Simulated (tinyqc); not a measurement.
Time-dependent dielectric breakdown: cell percolation, Weibull statistics, area scaling and voltage extrapolation: one step, computed by the program tinyqc.

The oxide is divided into columns of area a^2, each holding m = t_ox/a cells (m is taken as continuous). A share lambda(t) = (t/t_1)^alpha of the cells is defective, and a column whose cells are all defective breaks down.

Task: A sample of breakdown times. Each device fails at t = t63 (-ln(1 - u))^(1/beta). Sort the times; median rank F_i = (i - 0.3)/(n_s + 0.4) for n_s devices; W = ln(-ln(1 - F_i)).

characteristic life t63 = 16962.91 s

uniform random numbers u: 0.2690  0.8125  0.1051  0.4171  0.6152  0.1010  0.8555  0.5025

Weibull slope beta = 1.469333

Give: Weibull plot.

Result:

Weibull plot:
```
i  t (s)      F_i    ln t        W
1   3694  0.08333   8.214  -2.4417
2   3801  0.20238   8.243  -1.4867
3   7700  0.32143   8.949  -0.9474
4  11149  0.44048   9.319  -0.5436
5  13283  0.55952   9.494  -0.1986
6  16440  0.67857   9.707   0.1266
7  24087  0.79762  10.089   0.4685
8  26578  0.91667  10.188   0.9102
```

Caution: t_1 is an input here; in a real oxide it changes with thickness at fixed voltage.
